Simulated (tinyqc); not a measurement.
Inside a calculation: five-level k.p model folded onto the conduction band. Values are carried at full precision from step to step, so a last printed digit may differ when a step is redone from the rounded ones.

Second-order sums for the lowest conduction level at E: 1/m = 1 + Cm + (Ep/3)(2/E + 1/(E + Dso)) - (Ep2/3)(2/(E7 + D2 - E) + 1/(E7 - E)); g/2 = 1 + Cg - (Ep/3)(1/E - 1/(E + Dso)) - (Ep2/3)(1/(E7 - E) - 1/(E7 + D2 - E)). E is counted from the top of the valence band; E = Eg at the edge.

Constants: hbar^2/2m0 = 3.80998211 eV angstrom^2.

Parameters, chosen for this exercise (near those of InP; the results hold for these values, not for the real material): Eg = 1.434 eV (gap at Gamma to the s-like level); Dso = 0.109 eV (spin-orbit splitting); Ep = 20.8 eV (Kane energy); E7 = 4.78 eV (upper Gamma7 conduction level, from the valence top); D2 = 0.06 eV (its spin-orbit splitting, Gamma8 above Gamma7); Ep2 = 6.3 eV (Kane energy to the upper levels); Cm = -0.7 (remote term in 1/m); Cg = 0 (remote term in g/2); k = 0.071 1/angstrom (wave vector along z).

## Mass and g factor term by term

Evaluate at E = Eg.

Terms:

| level | part of 1/m | part of g |
|---|---|---|
| free + remote | 0.3000 | 2.0000 |
| Gamma8 valence | 9.6699 | -9.6699 |
| Gamma7 valence | 4.4934 | 8.9868 |
| Gamma8 upper | -1.2331 | 1.2331 |
| Gamma7 upper | -0.6276 | -1.2552 |

m = 0.0793 m0
g = 1.295

The valence levels give 14.16 to 1/m and the upper levels take 1.86 away. In g the two valence terms nearly cancel when Dso is small against Eg; here Dso/Eg = 0.08 and they leave -0.683, the upper pair -0.022.

## The matrix at one k

For k along z and one spin sector the level c couples to four states. With c0 = hbar^2/2m0, P = sqrt(Ep c0), P2 = sqrt(Ep2 c0): diagonal Eg + (1 + Cm) c0 k^2 for c, and 0, -Dso, E7 + D2, E7 for lh, so, G8 up, G7 up (their own dispersion is left out); couplings of c: sqrt(2/3) P k to lh, sqrt(1/3) P k to so, sqrt(2/3) P2 k to G8 up, sqrt(1/3) P2 k to G7 up (phases chosen real).

Fill in the matrix.

H (eV):
```
             c       lh        so    G8 up    G7 up
c      1.43976  0.51607   0.36491  0.28402  0.20083
lh     0.51607        0         0        0        0
so     0.36491        0  -0.10900        0        0
G8 up  0.28402        0         0  4.84000        0
G7 up  0.20083        0         0        0  4.78000
```

## Exact folding onto c

Solve E = H_cc + S(E), S(E) = sum_j H_cj^2/(E - H_jj), from E = H_cc, by plain substitution and by Newton steps on E - H_cc - S(E). The weight of c in the state is Z = 1/(1 - dS/dE). The exact level is the third eigenvalue of H from below.

Iterates (eV):

| step | substitution | Newton |
|---|---|---|
| 0 | 1.43976 | 1.43976 |
| 1 | 1.67492 | 1.63662 |
| 2 | 1.63494 | 1.64021 |
| 3 | 1.64102 | 1.64021 |
| 4 | 1.64008 | 1.64021 |
| 5 | 1.64023 | 1.64021 |
| 6 | 1.64020 | 1.64021 |
| 7 | 1.64021 | 1.64021 |

exact level = 1.64021 eV
Z = 0.8662

Substitution multiplies the error by about dS/dE = 1 - 1/Z = -0.154 a step, so it alternates; after 7 steps it is off by 4.6e-07 eV, while Newton is within 1e-5 eV from step 2 on.

## Loewdin series

Expanding E = H_cc + S(E) about Eg in powers of k^2, with s_n = sum_j H_cj^2/(Eg - H_jj)^n: order k^2: e2 = (1 + Cm) c0 k^2 + s1; order k^4: e4 = -s2 e2; order k^6: e6 = s3 e2^2 + s2^2 e2.

Give each order and the partial sums, counted from Eg.

s1 (eV), s2 (no unit), s3 (1/eV); (1 + Cm) c0 k^2 is H_cc - Eg: 0.23629  0.19600  0.12345

e2, e4, e6 (eV): 0.24205  -0.04744  0.01653

partial sums (eV): 0.24205  0.19461  0.21114

The exact value is 0.20621 eV; the errors of the partial sums are +35.84, -11.60 and +4.93 meV.

## Checks

- Curvature of the exact level at small k against the sum for 1/m: both 12.603.

(tinyqc, `OMP_NUM_THREADS=1 python tinyqc.py 1050180 1050181 out.jsonl`, Intel(R) Xeon(R) Processor @ 2.30GHz, 1 thread, shared host, about 0.01 s.)
